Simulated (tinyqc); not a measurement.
Pinning of the barrier by interface states.

Cowley-Sze model with the space charge neglected: phiB = S (phiM - chi) + (1 - S)(Eg - phi0), S = 1/(1 + q Dit dl/(eps0 ei)), dl in cm.

Values chosen for this exercise; band and dielectric values close to those of silicon:
- Eg = 1.13 eV (band gap)
- chi = 4.12 eV (electron affinity)
- dl = 0.4 nm (thickness of the interfacial layer)
- ei = 2 (relative permittivity of the interfacial layer)
- phi0 = 0.47 eV (neutral level above the valence band)
- phiM = 5.16 eV (metal work function)

Constants: q = 1.602176634e-19 C, eps0 = 8.8541878128e-14 F/cm where lengths are in cm. Results are converted to the units shown.

Pinning of the barrier by interface states:

| Dit (cm^-2 eV^-1) | S | phiB (eV) | change of phiB for 0.5 eV more work function (eV) |
|---|---|---|---|
| 1e11 | 0.99639 | 1.0386 | 0.49820 |
| 3e11 | 0.98926 | 1.0359 | 0.49463 |
| 1e12 | 0.96507 | 1.0267 | 0.48254 |
| 3e12 | 0.90206 | 1.0028 | 0.45103 |
| 1e13 | 0.73427 | 0.93902 | 0.36713 |
| 3e13 | 0.47945 | 0.84219 | 0.23973 |
| 1e14 | 0.21650 | 0.74227 | 0.10825 |
| 3e14 | 0.084338 | 0.69205 | 0.042169 |
| 1e15 | 0.026889 | 0.67022 | 0.013444 |

S falls from 0.996 to 0.0269, passing 1/2 at Dit = eps0 ei/(q dl) = 2.76e13 cm^-2 eV^-1. The barrier falls from 1.04 to 0.670 eV, from near the Schottky-Mott value phiM - chi = 1.04 eV towards the pinned value Eg - phi0 = 0.660 eV.

Computed by the program tinyqc: `OMP_NUM_THREADS=1 python tinyqc.py 2020124 2020125 out.jsonl`, one thread of a shared Intel Xeon 2.30GHz, about 0.06 s for the whole run.
